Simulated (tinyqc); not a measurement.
# Free and trapped electrons in a MOS channel with a dense trap tail: effects of single changes

p-type body, charge-sheet picture, full ionisation (an idealisation for deep acceptors), Boltzmann statistics for free electrons. e = Ec - EF at the surface. Acceptor-like traps of density D(E) = D0 + De exp(-E/Ew) at depth E below Ec, from 0 to Eu, hold n_t = integral of D(E)/(1 + exp((e - E)/Vt)). psi = Eg - Vt ln(Nv/Na) - e; N_dep = sqrt(2 eps0 eps_r Na (psi - Vt)/q); n_f = sqrt(N_dep^2 + 2 eps0 eps_r Vt Nc exp(-e/Vt)/q) - N_dep; Vg = Vfb + psi + q (N_dep + n_t + n_f)/Cox, Cox = eps0 eox/tox.

Inputs (values chosen for the exercise); band and dielectric values close to those of 4H silicon carbide:
```
symbol,value,unit,meaning
T,300,K,temperature
Eg,3.22,eV,band gap
eps_r,9.56,,relative permittivity
Nc,1.71e19,cm^-3,conduction-band density of states at T
Nv,2.49e19,cm^-3,valence-band density of states at T
eox,3.9,,relative permittivity of the insulator
tox,73,nm,insulator thickness
Na,1e17,cm^-3,acceptor density
Vfb,-2.16,V,flat-band voltage without trapped charge
D0,1.2e11,cm^-2 eV^-1,constant background density of acceptor-like traps
De,1.2e13,cm^-2 eV^-1,density of the tail at the conduction edge
Ew,0.07,eV,decay energy of the tail
Eu,0.71,eV,depth below Ec down to which the traps reach
mf,88,cm^2/(V s),mobility of free electrons
```

Constants: q = 1.602176634e-19 C, kB = 1.380649e-23 J/K, Vt = kB T/q, eps0 = 8.8541878128e-14 F/cm where lengths are in cm. Results are converted to the units shown.

Each table varies one quantity; the others keep the values above.

## Free and trapped charge against gate voltage

Free share n_f/(n_f + n_t); swing ln 10 n_f/(dn_f/dVg); field-effect mobility mf q (dn_f/dVg)/Cox, for a constant mf; oxide field q (N_dep + n_t + n_f)/(eps0 eox).

Result of one run:
columns A: Vg (V); B: e (eV); C: n_f (cm^-2); D: n_t (cm^-2); E: free share (%); F: swing (mV/decade); G: field-effect mobility (cm^2/(V s)); H: oxide field (MV/cm)
```
A            B         C         D      E        F      G      H
18.2  -0.02954  2.427e12  8.630e11  73.77  1.967e4  84.65  2.363
```

What becomes of these results when the gate voltage Vg is changed from 18.2 to 12.3 V, all else the same?

Result of the changed run:
columns A: Vg (V); B: e (eV); C: n_f (cm^-2); D: n_t (cm^-2); E: free share (%); F: swing (mV/decade); G: field-effect mobility (cm^2/(V s)); H: oxide field (MV/cm)
```
A            B         C         D      E     F      G      H
12.3  0.006582  8.213e11  7.475e11  52.35  7586  74.31  1.560
```

The whole series:
columns A: Vg (V); B: e (eV); C: n_f (cm^-2); D: n_t (cm^-2); E: free share (%); F: swing (mV/decade); G: field-effect mobility (cm^2/(V s)); H: oxide field (MV/cm)
```
A             B         C         D         E        F         G       H
6.4      0.3718   7.872e5  4.579e10  0.001719    162.9  0.003316  0.8020
7.9      0.1041  2.344e10  3.041e11     7.155    959.3     16.77  0.9708
9.4     0.04791  1.948e11  5.423e11     26.43     2731     48.97   1.169
10.8    0.02338  4.675e11  6.684e11     41.16     4912     65.33   1.357
12.3   0.006582  8.213e11  7.475e11     52.35     7586     74.31   1.560
13.8  -0.005619  1.209e12  7.959e11     60.29  1.048e4     79.13   1.764
15.3   -0.01523  1.614e12  8.273e11     66.12  1.353e4     81.91   1.968
16.8   -0.02318  2.031e12  8.487e11     70.53  1.667e4     83.61   2.173
18.2   -0.02954  2.427e12  8.630e11     73.77  1.967e4     84.65   2.363
```

n_f reaches 1e11 cm^-2 at Vg = 8.75 V, against 7.21 V without traps. The free share rises from 0.00172 to 73.8 % and the field-effect mobility rises from 0.00332 to 84.7 cm^2/(V s), although mf = 88 is constant: in the last row 96.2 % of Cox dVg goes into free electrons. The swing in the first row is 163 mV a decade (Vt ln 10 = 59.5). For Vg = 9.4, 10.8, 12.3, 13.8, 15.3, 16.8, 18.2 EF lies less than 2 Vt below the band edge, or above it, where degeneracy and confinement, left out, matter.

## Effect of the decay energy of the tail

VT is the Vg for n_f = 1e11 cm^-2; swing ln 10 n_f/(dn_f/dVg) at n_f = 1e8 cm^-2; the last three columns are for Vg = VT + 5.8 V, with free share n_f/(n_f + n_t) and field-effect mobility mf q (dn_f/dVg)/Cox; there EF is near the band edge, where Boltzmann statistics are rough.

Results:
columns A: Ew (eV); B: e at VT (eV); C: VT (V); D: q n_t/Cox at VT (V); E: swing (mV/decade); F: n_f (cm^-2); G: free share (%); H: field-effect mobility (cm^2/(V s))
```
A           B      C       D      E         F      G      H
0.03  0.06589  7.751  0.5446  150.0  1.554e12  80.66  83.16
0.05  0.06589  8.186  0.9801  175.5  1.467e12  71.35  81.71
0.09  0.06589  9.377   2.171  328.5  1.367e12  56.77  79.93
0.11  0.06589  10.05   2.844  431.7  1.337e12  51.27  79.34
0.13  0.06589  10.75   3.539  538.2  1.314e12  46.70  78.88
0.15  0.06589  11.45   4.240  642.2  1.296e12  42.89  78.50
0.17  0.06589  12.14   4.934  741.1  1.281e12  39.71  78.19
```

Estimate the missing row, Ew = 0.07 eV.

Computed row:
columns A: Ew (eV); B: e at VT (eV); C: VT (V); D: q n_t/Cox at VT (V); E: swing (mV/decade); F: n_f (cm^-2); G: free share (%); H: field-effect mobility (cm^2/(V s))
```
A           B      C      D      E         F      G      H
0.07  0.06589  8.745  1.539  238.3  1.408e12  63.40  80.69
```

With this row back in the table: As Ew goes from 0.03 to 0.17, VT rises from 7.75 to 12.1 V, its part due to traps rises from 0.545 to 4.93 V, the swing rises from 150 to 741 mV/decade and the field-effect mobility falls from 83.2 to 78.2 cm^2/(V s).

tinyqc, about 0.02 s, one thread, Intel Xeon 2.30GHz (shared host): `OMP_NUM_THREADS=1 python tinyqc.py 2222010 2222011 out.jsonl`
